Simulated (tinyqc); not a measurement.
Bias dependence of the times: oxide trap near a transistor channel: two-state multiphonon kinetics, telegraph noise and bias instability. Computed by tinyqc, a small Python program. Command: `OMP_NUM_THREADS=1 python tinyqc.py 3027332 3027333 out.jsonl oxidetrap walk`. One thread of a shared host (Intel(R) Xeon(R) Processor @ 2.30GHz), about 0.01 s of CPU time with the checks.

An n-channel device under positive gate bias. The trap is empty (state 1) or holds an electron (state 2); both states are parabolas of equal curvature, and the electron reservoir is taken at the Fermi level of the channel.

Inputs (values chosen for the exercise, with an insulator like Si3N4 on silicon):
```
quantity                                value   unit
trap depth x from the interface           1.7     nm
tunnel barrier phi_b                        2     eV
tunnelling mass m_ox                     0.36    m_0
trap level above E_F at zero field E_t   0.31     eV
relaxation energy E_R                    0.91     eV
oxide field F                             2.3  MV/cm
attempt rate k_0 at the interface       8e+12    1/s
temperature T                             450      K
```

Parts treated: one trap.

Constants: hbar^2/(2 m_0) = 3.80998212 eV angstrom^2; k_B = 8.617333262e-05 eV/K.

Method. kappa = sqrt(2 m_ox phi_b)/hbar = sqrt(m_ox phi_b/(hbar^2/2m_0)); attenuation length lambda = 1/(2 kappa); factor exp(-x/lambda) for a rectangular barrier. E_21 = E_t - e F x is the energy of state 2 over state 1; barriers E_c = (E_R + E_21)^2/(4 E_R), E_e = E_c - E_21; tau_c = exp(E_c/k_B T)/(k_0 P), tau_e = exp(E_e/k_B T)/(k_0 P), P the tunnelling factor; occupation f_2 = tau_e/(tau_c + tau_e); 1/tau_0 = 1/tau_c + 1/tau_e.

tunnelling factor = 3.81058e-07

Against field:
```
F (MV/cm)  E_21 (eV)   tau_c (s)   tau_e (s)         f_2
0.00          0.3100  1.2457e-02  4.2030e-06  3.3729e-04
0.69          0.1927  1.8077e-03  1.2560e-05  6.9000e-03
1.38          0.0754  3.1880e-04  4.5612e-05  1.2517e-01
1.84         -0.0028  1.1173e-04  1.2009e-04  5.1804e-01
2.30         -0.0810  4.2699e-05  3.4481e-04  8.8981e-01
2.76         -0.1592  1.7795e-05  1.0796e-03  9.8378e-01
3.45         -0.2765  5.6325e-06  7.0367e-03  9.9920e-01
```

What follows from these numbers?

ln(tau_c/tau_e) falls by e x/k_B T = 4.384 per MV/cm, which measures the depth x if the change of surface potential with bias is left aside. Over these rows tau_c shortens by 3.34 decades and tau_e lengthens by 3.22; the two share the shift almost equally, as the first and last E_21 average to little against E_R. The times cross at F = E_t/(e x) = 1.82 MV/cm.

Extremes, crossings and ranges named in words are read from the listed rows.
